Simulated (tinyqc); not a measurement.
Static constant against the gap: interband optics of a two-band s-p chain from momentum matrix elements.

H(k) = [[Es - 2 ts cos ka, 2i V sin ka], [-2i V sin ka, Ep_ + 2 tp cos ka]] in the basis s, p; the lower band is full, with two electrons a cell. The velocity operator times hbar is W = dH/dk (eV angstrom); intra-atomic dipoles are left out.

With w(k) = |<c|W|v>|^2 and D(k) = Ec - Ev, on the mesh k_j = (j + 1/2)/N (2 pi/a): eps(E) = 1 + (8 pi e2/(a Ar)) mean_j (w/D^2) [1/(D - E - i eta) + 1/(D + E + i eta)], e2 = e^2/(4 pi eps0); light polarised along the chains, no local fields.

Constants: e^2/(4 pi eps0) = 14.39964547 eV angstrom; hbar^2/2m0 = 3.80998211 eV angstrom^2.

Parameters, chosen for this exercise: a = 2.79 angstrom (period); Ep_ = -3.84 eV (lower orbital (p)); ts = 0.42 eV (s-s hopping); tp = 0.27 eV (p-p hopping); V = 1.4 eV (s-p hopping); Ar = 7.2 angstrom^2 (cross-section per chain).

Es takes the values listed; mesh of 400 points; the Penn-type estimate is 1 + 8 pi c e2 n_eff/(a Ar Dm^2) with Dm the f-weighted mean of D, f = w/(c D), n_eff = 2 mean(f), c = hbar^2/2m0.

Results:
```
Es (eV)  smallest D (eV)  Dm (eV)  n_eff  eps(0)  estimate
1.62               4.080    5.890  2.257   6.352     5.466
1.92               4.380    6.180  2.184   5.608     4.924
2.42               4.880    6.664  2.069   4.655     4.198
2.92               5.380    7.148  1.964   3.953     3.638
3.92               6.380    8.118  1.777   3.012     2.851
4.92               7.380    9.090  1.619   2.434     2.345
6.92               9.380   11.044  1.368   1.802     1.770
```

eps(0) - 1 falls from 5.352 to 0.802, as Dm^-3.02; a fixed n_eff would give the power -2, and n_eff goes from 2.257 to 1.368. The single-gap estimate is low by 16.6 % of eps(0) - 1 in the first row and 4.0 % in the last, since 1/D^2 favours the smallest separations. n_eff need not equal the 2 electrons of the cell: a two-orbital basis with chosen hoppings does not obey the free-electron sum rule.

(tinyqc, `OMP_NUM_THREADS=1 python tinyqc.py 1650242 1650243 out.jsonl`, Intel(R) Xeon(R) Processor @ 2.30GHz, 1 thread, shared host, about 0.01 s.)
